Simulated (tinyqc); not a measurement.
Monte Carlo simulation of one carrier in a uniform electric field: one step, computed by the program tinyqc.

The force e F acts along +z. Flights end at the constant total rate Gamma; the part of Gamma that the real rates do not fill is self-scattering, which leaves k unchanged. One valley, no impurities; equivalent final valleys enter only through Z_f in the optical rate.

Task: Flight 1. Parabolic band: E = hbar^2 k^2/(2 m), speed v = hbar k/m, states per spin, volume and energy g(E) = m k/(2 pi^2 hbar^2). Masses are multiplied by m_0 and all formulas are in SI units. Flight: t = -ln(r1)/Gamma; k_z grows by e F t/hbar; E follows from the band; dz = (E_end - E_start)/(e F). Use row 1 of the random numbers.

Inputs (values chosen for the exercise, modelled on holes in silicon): effective mass m = 0.509 m_0; lattice temperature T = 200 K; electric field F = 16 kV/cm.

Crystal: non-polar. Band: parabolic.

starting wave vector (1/nm): [-0.041, -0.22, 0.13]

Random numbers (0.02 to 0.98, from up to 60 sets tried for early real events), one row a flight, columns r1, r2, r3, r4:
```
[[0.3038, 0.0330, 0.7791, 0.6017],
 [0.7053, 0.3936, 0.5834, 0.7316],
 [0.8353, 0.3805, 0.3944, 0.4229],
 [0.4590, 0.2054, 0.9675, 0.2741],
 [0.6595, 0.3708, 0.9775, 0.7179],
 [0.1034, 0.1720, 0.7573, 0.8801],
 [0.7849, 0.6152, 0.6109, 0.4919]]
```

Gamma = 22.47770 1e12/s

Constants: e = 1.602176634e-19 C; hbar = 1.054571817e-34 J s; m_0 = 9.1093837015e-31 kg.

Give: flight time t; k at the end of the flight; energy at the end; displacement dz.

Result:

flight time t = 53.00 fs

k at the end of the flight (1/nm): [-0.0410, -0.2200, 0.2588]

energy at the end = 8.764 meV

displacement dz = 2.344 nm
